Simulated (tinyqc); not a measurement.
Valley splitting in a one-orbital chain of atomic planes (second-neighbour model): one step. The bulk band. Two cases, with inputs chosen for the exercise.

Task: E at phi = j pi/10.

Each (001) plane carries one orbital with energy e0, hopping v to the next plane and u to the second: E(phi) = e0 + 2 v cos(phi) + 2 u cos(2 phi), where phi = pi - k a/4 (the sign of every second orbital is chosen so that v > 0, which shifts the phase by pi). The minimum lies at cos(phi0) = -v/(4u), phi0 = pi - (pi/2) k0 for a valley at k0 (2 pi/a), and e0 puts it at zero. A slab of N planes has hard walls: the matrix simply ends.

Case 1.

u = 0.5730916 eV
v = 0.6153067 eV
e0 = 1.3113411 eV

Case 2.

u = 0.6389222 eV
v = 0.6937174 eV
e0 = 1.4661474 eV

Give: Band.

Result:

Case 1.

Band:

| phi/pi | E (eV) |
|---|---|
| 0.0 | 3.6881 |
| 0.1 | 3.4090 |
| 0.2 | 2.6611 |
| 0.3 | 1.6805 |
| 0.4 | 0.7643 |
| 0.5 | 0.1652 |
| 0.6 | 0.0038 |
| 0.7 | 0.2338 |
| 0.8 | 0.6699 |
| 0.9 | 1.0682 |
| 1.0 | 1.2269 |

Case 2.

Band:

| phi/pi | E (eV) |
|---|---|
| 0.0 | 4.1314 |
| 0.1 | 3.8195 |
| 0.2 | 2.9835 |
| 0.3 | 1.8868 |
| 0.4 | 0.8611 |
| 0.5 | 0.1883 |
| 0.6 | 0.0036 |
| 0.7 | 0.2558 |
| 0.8 | 0.7386 |
| 0.9 | 1.1804 |
| 1.0 | 1.3566 |

Computed by tinyqc, one run a case: `OMP_NUM_THREADS=1 python tinyqc.py N N+1 out.jsonl` with N = 1452102, 1452237; one thread of a shared Intel(R) Xeon(R) Processor @ 2.30GHz, about 0.01 s a run at most.
